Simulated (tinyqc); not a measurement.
Weibull analysis of times to dielectric breakdown, with area scaling: one step of the calculation.

Breakdown times follow F(t) = 1 - exp(-(t/t63)^beta). The 9 times below were drawn at random from beta = 3.3, t63 = 180 s and are treated as data; all samples failed.

Problem. Straight-line fit. Least squares of W on ln t: beta = sum (x - mean x)(W - mean W)/sum (x - mean x)^2 with x = ln t, and ln t63 = mean x - mean W/beta.

Values chosen for this exercise:
```
symbol  value  unit                                  meaning
t63       180     s  characteristic time of a test capacitor
beta      3.3                                  Weibull slope
```

```
i	W	ln t
1	-2.5589408	4.4224485
2	-1.6119944	4.7449321
3	-1.0829294	4.7791235
4	-0.6926603	4.9836066
5	-0.3665129	5.0434251
6	-0.0700182	5.1059455
7	0.2211078	5.1298987
8	0.5365410	5.4116461
9	0.9545050	5.4380793
```

Give: beta; t63.

Solution.

beta = 3.3563
t63 = 174.37 s

beta is 1.7 % above the value that made the data and t63 3.1 % below it.

Computed by the program tinyqc: `OMP_NUM_THREADS=1 python tinyqc.py 2070082 2070083 out.jsonl`, one thread of a shared Intel Xeon 2.30GHz, about 0.01 s for the whole run.
